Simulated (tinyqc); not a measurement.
What moves the results: six-band Luttinger-Kohn model with strain. A value that a table varies takes the place of the one given here.

Six-band Luttinger-Kohn model in the basis |3/2,3/2>, |3/2,1/2>, |3/2,-1/2>, |3/2,-3/2>, |1/2,1/2>, |1/2,-1/2>, electron energies, zero at the top of the unstrained valence band. H = -[rows: (P+Q, -S, R, 0, -S/r2, r2 R); (-S*, P-Q, 0, R, -r2 Q, r32 S); (R*, 0, P-Q, S, r32 S*, r2 Q); (0, R*, S*, P+Q, -r2 R*, -S*/r2); (-S*/r2, -r2 Q, r32 S, -r2 R, P+Dso, 0); (r2 R*, r32 S*, r2 Q, -S/r2, 0, P+Dso)], r2 = sqrt(2), r32 = sqrt(3/2). Levels are twofold.

P = c g1 k^2 - av tr(e); Q = c g2 (kx^2 + ky^2 - 2 kz^2) - (b/2)(exx + eyy - 2 ezz); R = c sqrt3 [-g2 (kx^2 - ky^2) + 2i g3 kx ky] + (sqrt3/2) b (exx - eyy) - i d exy; S = 2 c sqrt3 g3 (kx - i ky) kz - d (exz - i eyz); c = hbar^2/2m0, e the strain tensor (not engineering shear).

s11 = (C11 + C12)/((C11 - C12)(C11 + 2 C12)), s12 = -C12/((C11 - C12)(C11 + 2 C12)), s44 = 1/C44; exx = s11 sxx + s12 (syy + szz) and cyclic, exy = s44 sxy/2; tension is positive. A uniaxial stress X along the unit vector n is s_ij = X n_i n_j.

Constants: hbar^2/2m0 = 3.80998211 eV angstrom^2.

Parameters, chosen for this exercise (near those of Ge; the results hold for these values, not for the real material): Dso = 0.289 eV (spin-orbit splitting); g1 = 13.36 (Luttinger gamma1); g2 = 4.23 (gamma2); g3 = 5.69 (gamma3); av = 1.25 eV (valence hydrostatic potential); b = -2.58 eV (tetragonal shear potential); d = -5.26 eV (trigonal shear potential); C11 = 127.6 GPa; C12 = 48.7 GPa; C44 = 66.7 GPa; load = uniaxial [100] (kind of stress); X1 = 0.9 GPa (size of the stress); E_h = 10 meV (hole energy below the top); X = -1.48 GPa (stress).

## Sweep of a uniaxial [100] stress

Edges at k = 0 and curvature masses of the top pair along [110] and [001] (step 0.0002 1/angstrom); at zero stress the top is fourfold and has no single curvature.

Edges and masses:

| X (GPa) | top (eV) | second (eV) | third (eV) | splitting (meV) | m [110] | m [001] |
|---|---|---|---|---|---|---|
| -2.10 | 0.0817 | -0.0803 | -0.3253 | 162.0 | 0.060 | 0.153 |
| -1.40 | 0.0501 | -0.0536 | -0.3089 | 103.6 | 0.061 | 0.141 |
| -0.70 | 0.0223 | -0.0268 | -0.2962 | 49.1 | 0.062 | 0.126 |
| 0.00 | 0.0000 | 0.0000 | -0.2890 | 0.0 | - | - |
| 0.70 | 0.0268 | -0.0151 | -0.2890 | 41.9 | 0.089 | 0.057 |
| 1.40 | 0.0536 | -0.0218 | -0.2974 | 75.4 | 0.089 | 0.057 |
| 2.10 | 0.0803 | -0.0203 | -0.3140 | 100.6 | 0.089 | 0.057 |

The splitting reaches 162.0 meV under compression and 100.6 meV under the same tension; linear shear terms alone would make the two equal, and the difference comes from the coupling to the split-off band. At the ends of the sweep the top pair has a mass along [110] of 0.060 under compression and 0.089 under tension, so compression gives the lighter holes along [110]; along [001] it has 0.153 and 0.057. The top edge itself moves by +82 and +80 meV. The ends of the sweep mean strains up to 2.1 %, beyond the range of linear deformation potentials.

## Which stress helps holes along [110]

Each load has size X1 (biaxial: sxx = syy); masses are curvatures of the top pair at k = 0.

Results:

| load | splitting (meV) | top edge (meV) | m [110] | m [001] |
|---|---|---|---|---|
| uniaxial [110], compression | 49.0 | 21.2 | 0.038 | 0.139 |
| uniaxial [110], tension | 42.7 | 28.3 | 0.311 | 0.051 |
| uniaxial [100], compression | 64.2 | 29.8 | 0.062 | 0.130 |
| uniaxial [100], tension | 52.3 | 34.4 | 0.089 | 0.057 |
| uniaxial [111], compression | 43.7 | 18.2 | 0.049 | 0.075 |
| uniaxial [111], tension | 37.9 | 25.5 | 0.130 | 0.075 |
| biaxial (001), compression | 52.3 | 19.4 | 0.057 | 0.204 |
| biaxial (001), tension | 64.2 | 44.8 | 0.130 | 0.040 |

The lightest mass along [110] (0.038) comes with uniaxial [110], compression. The largest splitting (64.2 meV) comes with uniaxial [100], compression; biaxial (001), tension. The heaviest mass along [001] (0.204), which lowers the confinement energy in a (001) channel, comes with biaxial (001), compression. The splitting per GPa follows b (s11 - s12) for loads along cube axes and d s44 for [111]: here 2 |b| (s11 - s12) = 65.4 and |d| s44/sqrt3 = 45.5 meV per GPa in the limit of large Dso; where the splitting nears Dso, mixing with the split-off band makes it depend on the sign of the load.

## Warping of the constant-energy contours (six-band Luttinger-Kohn model)

No strain (e = 0). In the plane kz = 0, |k| where the top and second pairs lie E_h below the top, against the angle from [100]; m = c k^2/E_h.

Contours:

| angle (degrees) | k top (1/angstrom) | k second (1/angstrom) | m top (m0) | m second (m0) |
|---|---|---|---|---|
| 0 | 0.0231 | 0.0110 | 0.204 | 0.046 |
| 9 | 0.0237 | 0.0110 | 0.215 | 0.046 |
| 18 | 0.0255 | 0.0108 | 0.247 | 0.045 |
| 27 | 0.0281 | 0.0107 | 0.301 | 0.043 |
| 36 | 0.0309 | 0.0106 | 0.363 | 0.042 |
| 45 | 0.0322 | 0.0105 | 0.394 | 0.042 |

The heavy contour reaches 1.389 times as far along [110] as along [100], the light one 0.953 times. The warping follows g3 - g2 = 1.46 and would vanish for g2 = g3. Along [100] the heavy mass is 1/(g1 - 2 g2) = 0.204 at any energy, while the light one is 0.0463, against 1/(g1 + 2 g2) = 0.0458 at the edge, for E_h/Dso = 0.03.

## What each parameter does

Edges at k = 0 under a uniaxial [100] stress X and the curvature mass of the top pair along [110] (step 0.0002 1/angstrom). Each row changes one parameter from the base and keeps the others.

Results:

| case | top (eV) | second (eV) | third (eV) | mass (m0) |
|---|---|---|---|---|
| base | 0.0535 | -0.0566 | -0.3106 | 0.061 |
| g2 = 3.384 | 0.0535 | -0.0566 | -0.3106 | 0.063 |
| av = 1 eV | 0.0552 | -0.0550 | -0.3089 | 0.061 |
| g3 = 4.552 | 0.0535 | -0.0566 | -0.3106 | 0.061 |
| b = -2.064 eV | 0.0394 | -0.0469 | -0.3061 | 0.061 |
| g1 = 16.032 | 0.0535 | -0.0566 | -0.3106 | 0.052 |
| X = -1.776 GPa | 0.0667 | -0.0679 | -0.3173 | 0.060 |
| d = -4.208 eV | 0.0535 | -0.0566 | -0.3106 | 0.061 |

The largest shifts from the base row, up to three for each result and ties (the steps differ in size, so this ranks the rows, not the parameters). top (eV): b -0.0141, X +0.0131, av +0.0016; unchanged at the printed digits by g2, g3, g1 and d. second (eV): X -0.0113, b +0.0097, av +0.0016; unchanged at the printed digits by g2, g3, g1 and d. third (eV): X -0.0067, b +0.0044, av +0.0016; unchanged at the printed digits by g2, g3, g1 and d. mass (m0): g1 -0.008, g2 +0.002, X -0.000; unchanged at the printed digits by av, g3, b and d. The Luttinger parameters multiply k^2 and cannot move the edges; av shifts all edges alike and leaves the mass.

Run: tinyqc, `OMP_NUM_THREADS=1 python tinyqc.py 1051590 1051591 out.jsonl`; Intel(R) Xeon(R) Processor @ 2.30GHz, one thread, shared host; about 0.06 s of CPU time with all checks.
